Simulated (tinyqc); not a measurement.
Gupta-type many-body potential for a metal: one step, computed by the program tinyqc. Command: `OMP_NUM_THREADS=1 python tinyqc.py 3019813 3019814 out.jsonl gupta walk`. One thread of a shared host (Intel(R) Xeon(R) Processor @ 2.30GHz), about 0.01 s of CPU time with the checks.

E_i = sum_j A exp(-p (r_ij/r0 - 1)) - xi rho_i^gamma, with rho_i = sum_j exp(-2 q (r_ij/r0 - 1)); gamma = 1/2 is the tight-binding second-moment form. The crystal is fcc unless stated; d is the neighbour distance and a fixed number of shells is kept.

Problem. Equilibrium of the fcc crystal. fcc shells: d sqrt(k), k = 1..5, with 12, 6, 24, 12, 24 atoms; Omega = d^3/sqrt2. Equilibrium: dE/dd = 0; B = d^2 E''(d)/(9 Omega).

Inputs (values chosen for the exercise, modelled on nickel):
```
quantity                   value      unit
repulsion A               0.0367        eV
hopping xi                  1.03        eV
decay p                     17.3         -
decay q                     1.17         -
reference distance r0      2.491  angstrom
shells kept                    3         -
embedding exponent gamma     0.5         -
```

Constants: 1 eV/angstrom^3 = 160.2176634 GPa.

Give: neighbour distance d; lattice constant; cohesive energy E_c; bulk modulus B.

Solution.

neighbour distance d = 2.5201 angstrom

lattice constant = 3.5640 angstrom

cohesive energy E_c = 4.0092 eV

bulk modulus B = 157.36 GPa
